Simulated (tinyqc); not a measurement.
Avalanche multiplication and breakdown of a junction from ionisation integrals: one step, computed by the program tinyqc.

Ionisation coefficients follow the local field. Position x runs through the depletion layer from the p side (x = 0), where electrons enter, to the n side (x = w), where holes enter. The built-in voltage is neglected.

Problem. Breakdown. alpha_n = a_n exp(-(b_n/F)^c), alpha_p = a_p exp(-(b_p/F)^c). Field F = F_m (1 - s), w = eps eps_0 F_m/(e N), V = F_m w/2, with s = 1 - x/w (the peak lies at the n+ side). With Phi(x) = int_0^x (alpha_n - alpha_p) dx': 1 - 1/M_n = I_n = int_0^w alpha_n exp(-Phi) dx and M_p = M_n exp(-Phi(w)); trapezoid rule on 401 even points; breakdown at I_n = 1. Solve I_n(F_m) = 1.

Inputs (values chosen for the exercise, modelled on InP):

| quantity | value | unit |
|---|---|---|
| electron prefactor a_n | 6.03e+06 | 1/cm |
| electron field b_n | 3.05e+06 | V/cm |
| hole prefactor a_p | 2e+06 | 1/cm |
| hole field b_p | 2.23e+06 | V/cm |
| exponent c | 1 | - |
| permittivity eps | 12.5 | - |
| doping N of the lightly doped side | 1.5e+15 | 1/cm^3 |

Junction: one-sided abrupt n+p.

Constants: e = 1.602176634e-19 C; eps_0 = 8.8541878128e-12 F/m.

Give: critical field F_m; width at breakdown; breakdown voltage.

Solution.

critical field F_m = 0.3924 MV/cm

width at breakdown = 18.07 micrometre

breakdown voltage = 354.6 V
